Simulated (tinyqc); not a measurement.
Disorder broadening of a semi-elliptic band in the self-consistent Born approximation: two steps of the calculation.

The local Green function is G = g0(z - Sigma) with z = E + i eta and g0(z) = (z - sqrt(z - 2t) sqrt(z + 2t))/(2 t^2), principal roots; the self-energy is Sigma = D G. The density of states is -Im G/pi.

Inputs (values chosen for the exercise):

| symbol | value | unit | meaning |
|---|---|---|---|
| t | 1 | eV | hopping |
| D | 0.98 | eV^2 | variance of the random site energy |
| eta | 0.03 | eV | bare broadening |
| E | -2.268 | eV | energy from the band centre |
| mix | 0.5 |  | mixing |

Constants: q = 1.602176634e-19 C, hbar = 1.054571817e-34 J s. Results are converted to the units shown.

Task 1. Born step. G = g0(z - Sigma), Sigma(out) = D G, Sigma(new) = Sigma + mix (Sigma(out) - Sigma).

Sigma after iteration 2 = -0.58138382-0.08707394i eV

Find: G; Sigma(out); Sigma after iteration 3.

Result 1.

G = -0.7532-0.4895i 1/eV
Sigma(out) = -0.7382-0.4797i eV
Sigma after iteration 3 = -0.6598-0.2834i eV

Task 2. Density of states and lifetime. G = Sigma/D, density of states -Im G/pi, lifetime hbar/(2 |Im Sigma|); without disorder the density of states is -Im g0(z)/pi. Closed form: G = (z - sqrt(z^2 - 4 (t^2 + D)))/(2 (t^2 + D)) with the root that gives Im G < 0; for eta -> 0 a semi-ellipse of half-width 2 sqrt(t^2 + D).

converged Sigma = -0.55117157-0.40510525i eV

Give: density of states; lifetime; density of states without disorder.

Result 2.

density of states = 0.13158 1/eV
lifetime = 0.81240 fs
density of states without disorder = 0.0053367 1/eV

Disorder makes the density of states at this energy 24.7 times the clean value.

Range of the model: The self-consistent Born approximation misses band tails from rare fluctuations and localisation.

Numbers from tinyqc (`OMP_NUM_THREADS=1 python tinyqc.py 2720017 2720018 out.jsonl`; about 0.01 s on one thread of a shared Intel Xeon 2.30GHz).
